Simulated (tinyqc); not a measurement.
Thin-film optics by transfer matrices, step by step. Values are carried at full precision from step to step, so a last printed digit may differ when a step is redone from the rounded ones.

Indices N = n + i k. Snell: N0 sin(theta) = N_j sin(theta_j), with Im(N_j cos theta_j) >= 0. Admittance y_j = N_j cos theta_j for s and N_j/cos theta_j for p. Phase delta_j = 2 pi N_j cos theta_j d_j/lambda. Layer matrix [[cos delta, -i sin delta/y], [-i y sin delta, cos delta]], multiplied from the top down to M. (B, C) = M (1, y_sub); r = (y0 B - C)/(y0 B + C), R = |r|^2, T = 4 Re y0 Re y_sub/|y0 B + C|^2, absorbed in the films 1 - R - T.

Inputs chosen for the exercise (indices near those of resist, ARC on polySi; the results hold for these values, not for the real material): lam = 633 nm (vacuum wavelength); n0 = 1 (ambient index); n = (1.658, 1.627, 3.897) (n of resist, ARC, substrate); k = (0, 0.019, 0.042) (k in the same order); d = (99.1, 38.1) nm (thicknesses, top first); theta = 70 degrees (angle of incidence); pol = s (polarisation).

## Angles, admittances and phases

Form cos theta_j, y_j and delta_j.

cos theta_j: ambient 0.3420, film 1 0.8239, film 2 0.8164+0.0048i, substrate 0.9705+0.0006i

y_j: ambient 0.3420, film 1 1.3660, film 2 1.3283+0.0233i, substrate 3.7820+0.0433i

delta_j (rad): film 1 1.3437, film 2 0.5023+0.0088i

## Layer matrices and their product

Form each matrix and multiply from the top down.

matrix of film 1:
```
,1,2
1,0.2252,-0.7133i
2,-1.3309i,0.2252
```

matrix of film 2:
```
,1,2
1,0.8765-0.0042i,-0.0005-0.3625i
2,0.0215-0.6394i,0.8765-0.0042i
```

M:
```
,1,2
1,-0.2587-0.0163i,-0.0031-0.7068i
2,-0.0008-1.3105i,-0.2851-0.0002i
```

Each matrix has determinant 1, and so has M.

## Reflection and transmission

Close the stack on the substrate.

B, C: -0.2400-2.6895i  -1.0790-1.3237i

r = -0.3234+0.2770i
R = 0.1813
T into the substrate = 0.8108
absorbed in the films = 0.0079

The bare substrate would reflect 0.6958.

## Ellipsometric angles

Ellipsometry: rho = tan(Psi) exp(i Delta) = -conj(r_p/r_s) with the r of the admittance formula, Delta in 0 to 360 degrees, so that a bare dielectric at small angles gives Delta = 180.

Repeat the steps for both polarisations.

r_s = -0.3234+0.2770i
r_p = 0.4451+0.1571i
Psi = 47.95 degrees
Delta = 299.98 degrees

## Checks

- R against the recursion of Airy sums from the substrate up: both 0.18128.

Program tinyqc; command `OMP_NUM_THREADS=1 python tinyqc.py 1651503 1651504 out.jsonl`; about 0.01 s on one thread of a shared Intel(R) Xeon(R) Processor @ 2.30GHz.
